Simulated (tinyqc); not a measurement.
Thermal, flicker and telegraph noise of a field-effect transistor: one step, computed by the program tinyqc. Command: `OMP_NUM_THREADS=1 python tinyqc.py 3006051 3006052 out.jsonl noise walk`. One thread of a shared host (Intel(R) Xeon(R) Processor @ 2.30GHz), about 0.01 s of CPU time with the checks.

Strong inversion, threshold roll-off and channel-length modulation left out; noise sources are uncorrelated and are given as one-sided spectral densities.

Task: Flicker noise. C_ox = 3.9 eps_0/t; V_c = 2 v_s L/mu; I = W C_ox v_s V_ov^2/(V_ov + V_c); g_m = W C_ox v_s V_ov (V_ov + 2 V_c)/(V_ov + V_c)^2; g_d0 = mu C_ox (W/L) V_ov. Tunnelling length lambda = hbar/(2 sqrt(2 m_ox phi)); flat-band noise S_Vfb = e^2 k_B T lambda N_t/(W L C_ox^2 f). S_I = g_m^2 S_Vfb.

Inputs (values chosen for the exercise, modelled on a high-k silicon transistor): width W = 1.1 micrometre; length L = 82 nm; electrical oxide thickness t = 1.3 nm; mobility mu = 170 cm^2/(V s); saturation velocity v_s = 1.1 1e7 cm/s; overdrive V_ov = 0.67 V; oxide trap density N_t = 2.4e+16 1/(eV cm^3); oxide barrier phi = 3 eV; oxide mass m_ox = 0.39 m_0; frequency f = 2000 Hz; temperature T = 400 K.

Operating region: saturation. Flicker model: number fluctuation.

drain current I = 833.4194 microampere

Constants: eps_0 = 8.8541878128e-12 F/m; hbar = 1.054571817e-34 J s; m_0 = 9.1093837015e-31 kg; e = 1.602176634e-19 C; k_B = 8.617333262e-05 eV/K.

Give: tunnelling length lambda; S_Vfb; flicker S_I; flicker S_I/I^2.

Result:

tunnelling length lambda = 0.9023 angstrom

S_Vfb = 1.505e-14 V^2/Hz

flicker S_I = 6.060e-20 A^2/Hz

flicker S_I/I^2 = 8.724e-14 1/Hz

Caution: fewer than one trap per decade of time constant is active, so one device shows telegraph steps and the 1/f law is only a mean over many devices.
